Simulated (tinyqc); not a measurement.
From results back to parameters: phonon-assisted absorption at an indirect gap. Three cases, with inputs chosen for the exercise.

Problem. A slab transmits Tr = (1 - R)^2 x/(1 - R^2 x^2) with x = exp(-alpha d) and R = ((nr - 1)/(nr + 1))^2.

Find: x; alpha.

Method. Tr R^2 x^2 + (1 - R)^2 x - Tr = 0; take the positive root, then alpha = -ln(x)/d.

Case 1.

Values chosen (out of a larger set: loosely those of Si at room temperature; Eg is not tied to T; not measured data): nr = 3.66 (refractive index); d = 160 micrometre (thickness).

Tr = 0.00127147

Solution.

x = 0.002797
alpha = 367 1/cm

Case 2.

Values chosen (out of a larger set: loosely those of Si at room temperature; Eg is not tied to T; not measured data): nr = 3.58 (refractive index); d = 6.1 micrometre (thickness).

Tr = 0.517748

Solution.

x = 0.9992
alpha = 1.23 1/cm

Case 3.

Values chosen (out of a larger set: loosely those of SiC at room temperature; Eg is not tied to T; not measured data): nr = 2.78 (refractive index); d = 140 micrometre (thickness).

Tr = 0.0143393

Solution.

x = 0.02367
alpha = 267 1/cm

Computed by tinyqc, one run a case: `OMP_NUM_THREADS=1 python tinyqc.py N N+1 out.jsonl` with N = 1652291, 1652307, 1652328; one thread of a shared Intel(R) Xeon(R) Processor @ 2.30GHz, about 0.01 s a run at most.
